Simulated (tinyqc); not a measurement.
Scattering rates of a carrier in a spherical band by Fermi's golden rule: one step, computed by the program tinyqc. Command: `OMP_NUM_THREADS=1 python tinyqc.py 3012413 3012414 out.jsonl scatter walk`. One thread of a shared host (Intel(R) Xeon(R) Processor @ 2.30GHz), about 0.01 s of CPU time with the checks.

All processes here are isotropic or elastic, and the rate listed is the momentum relaxation rate.

Task: Optical or intervalley phonons. Kane band: hbar^2 k^2/(2 m) = E (1 + alpha E), speed v = hbar k/(m (1 + 2 alpha E)), states per spin, volume and energy g(E) = m k (1 + 2 alpha E)/(2 pi^2 hbar^2); overlap factors are set to 1. Masses are multiplied by m_0 and all formulas are in SI units. Phonon occupation N_q = 1/(exp(hbar w/(k_B T)) - 1). Optical or intervalley deformation potential: 1/tau = (pi Z_f D_o^2/(rho w)) [N_q g(E + hbar w) + (N_q + 1) g(E - hbar w)], with g = 0 below the band edge.

Inputs (values chosen for the exercise, modelled on electrons in germanium):
```
quantity                                          value       unit
density-of-states mass of one valley m            0.224        m_0
non-parabolicity alpha                             0.65       1/eV
density rho                                        5323     kg/m^3
phonon energy hbar w                               31.7        meV
optical or intervalley deformation potential D_o    4.7  1e8 eV/cm
final valleys Z_f                                     3          -
temperature T                                       400          K
carrier energy E                                    100        meV
```

Crystal: non-polar. Band: Kane. Impurity formula: Conwell-Weisskopf. Further scattering: none.

Constants: e = 1.602176634e-19 C; hbar = 6.582119569e-16 eV s; k_B = 8.617333262e-05 eV/K; m_0 = 9.1093837015e-31 kg; hbar = 1.054571817e-34 J s.

Give: absorption rate; emission rate.

Result:

absorption rate = 1.379e+12 1/s

emission rate = 2.272e+12 1/s

Emission is 1.65 times absorption here.
